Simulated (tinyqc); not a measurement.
Bloch-Grueneisen resistivity of a metal: one step, computed by the program tinyqc.

Electrons scatter from a Debye spectrum of phonons (n = 5 for scattering within one band, n = 3 for scattering into a second, heavy band) and from static defects.

Question. The integral and the phonon part. J_n(y) = int_0^y x^n e^x/(e^x - 1)^2 dx, by 96 Gauss-Legendre points (upper limit at most 60). rho_ph = (n - 1) rho_1 (T/Theta)^n J_n(Theta/T), with rho_1 = 2 pi lambda_tr k_B Theta/(hbar eps_0 w_p^2), the high-temperature line at T = Theta.

Inputs (values chosen for the exercise, modelled on molybdenum): exponent n = 5; Debye temperature Theta = 372 K; temperature T = 400 K.

Addition: T^2 term.

rho_1 = 7.427150 microohm cm

Give: Theta/T; J_n; phonon resistivity rho_ph.

Answer.

Theta/T = 0.93

J_n = 0.1783

phonon resistivity rho_ph = 7.615 microohm cm

This is 95.3 % of the straight line rho_1 T/Theta.
